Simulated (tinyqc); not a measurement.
Global model of a low-pressure process discharge: electron temperature, density, ion flux and ion energy: one step, computed by the program tinyqc. Command: `OMP_NUM_THREADS=1 python tinyqc.py 3114373 3114374 out.jsonl plasma walk`. One thread of a shared host (Intel(R) Xeon(R) Processor @ 2.30GHz), about 0.01 s of CPU time with the checks.

Maxwellian electrons with temperature T_e in eV, one positive ion, no negative ions, uniform bulk density n; rate constants have the Arrhenius form.

Question. Geometry factors. n_g = p/(k_B T_g); lambda_i = 1/(n_g sigma); h_L = 0.86/sqrt(3 + L/(2 lambda_i)), h_R = 0.8/sqrt(4 + R/lambda_i); A_eff = 2 pi R^2 h_L + 2 pi R L h_R; d_eff = pi R^2 L/A_eff.

Inputs (values chosen for the exercise, of the order of those of an inductive discharge in a simple atomic gas): ion-neutral cross section = 9.4e-19 m^2; pressure p = 0.39 Pa; gas temperature T_g = 300 K; radius R = 17 cm; height L = 4.6 cm.

Constants: k_B = 1.380649e-23 J/K.

Give: gas density n_g; ion mean free path; h_L; h_R; A_eff; d_eff.

Answer.

gas density n_g = 9.416e+19 1/m^3

ion mean free path = 1.130 cm

h_L = 0.3832

h_R = 0.1833

A_eff = 786.0 cm^2

d_eff = 5.314 cm
